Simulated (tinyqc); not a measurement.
Penn model of the dielectric constant and Phillips ionicity: sweeps and comparisons. A value that a table varies takes the place of the one given here.

n = 32/a^3; Ep^2 = 8 pi c e2 n with c = hbar^2/2m0, e2 = e^2/(4 pi eps0); EF = c (3 pi^2 n)^(2/3); eps = 1 + (Ep/Eg)^2 S with S = 1 - Eg/(4 EF) + (Eg/(4 EF))^2/3, Eg the Penn gap. Core d shells are left out.

Phillips: bond length d = sqrt(3) a/4; homopolar gap Eh = 39.74 d^(-2.48) eV (d in angstrom); Eg^2 = Eh^2 + C^2; ionicity fi = C^2/Eg^2.

Constants: hbar^2/2m0 = 3.80998211 eV angstrom^2; e^2/(4 pi eps0) = 14.39964547 eV angstrom.

Parameters, chosen for this exercise (out of a larger set: near those of InSb; not measured data): a = 6.469 angstrom (cubic lattice constant, 32 valence electrons a cell); C0 = 2.02 eV (ionic gap, held fixed); ei = 15.88 (high-frequency dielectric constant).

## Dielectric constant under pressure

The lattice constant is scaled by the factor listed; C = C0.

Results:

| factor | Eh (eV) | Eg (eV) | Ep (eV) | eps | fi |
|---|---|---|---|---|---|
| 0.94 | 3.601 | 4.129 | 14.008 | 11.355 | 0.239 |
| 0.96 | 3.418 | 3.970 | 13.573 | 11.511 | 0.259 |
| 0.98 | 3.248 | 3.825 | 13.159 | 11.643 | 0.279 |
| 0.99 | 3.167 | 3.756 | 12.961 | 11.700 | 0.289 |
| 1.00 | 3.089 | 3.691 | 12.767 | 11.751 | 0.300 |
| 1.01 | 3.014 | 3.628 | 12.578 | 11.796 | 0.310 |
| 1.02 | 2.941 | 3.568 | 12.393 | 11.835 | 0.321 |
| 1.04 | 2.803 | 3.455 | 12.037 | 11.894 | 0.342 |

What can be read from the table?

d ln eps/d ln a = +0.41 around factor 1: eps falls under compression. Ep^2 goes as a^-3 and Eh^2 as a^-4.96; with C fixed Eg^2 goes as a^-3.47 at fi = 0.300, and leaving S aside the two powers balance at fi = 0.395. The slope is a difference of two powers and the model omits d shells and any change of C, so it is no prediction for a real crystal; eps from C0 (row 1.00) need not match a measured ei.

## What moves the Penn gap and the ionicity

Eg from ei; fi = 1 - (Eh/Eg)^2, printed even where negative. Each row changes one parameter from the base and keeps the others.

Results:

| case | Ep (eV) | Eg (eV) | Eh (eV) | fi |
|---|---|---|---|---|
| base | 12.767 | 3.162 | 3.089 | 0.045 |
| a = 6.598 angstrom | 12.394 | 3.068 | 2.941 | 0.081 |
| ei = 14.29 | 12.767 | 3.337 | 3.089 | 0.143 |

What does this show?

The largest shifts from the base row, up to three for each result and ties (the steps differ in size, so this ranks the rows, not the parameters). Ep (eV): a -0.373; unchanged at the printed digits by ei. Eg (eV): ei +0.175, a -0.094. Eh (eV): a -0.148; unchanged at the printed digits by ei. fi: ei +0.098, a +0.035. With the tabulated Phillips C of about 2.1 eV, fi would be 0.32; this model leaves out the d-shell factor.

Computed by tinyqc, a small Python program: `OMP_NUM_THREADS=1 python tinyqc.py 1682139 1682140 out.jsonl` (the numbers bound the seed that draws the inputs); one thread of a shared host (Intel(R) Xeon(R) Processor @ 2.30GHz), about 0.01 s for the whole set of steps.
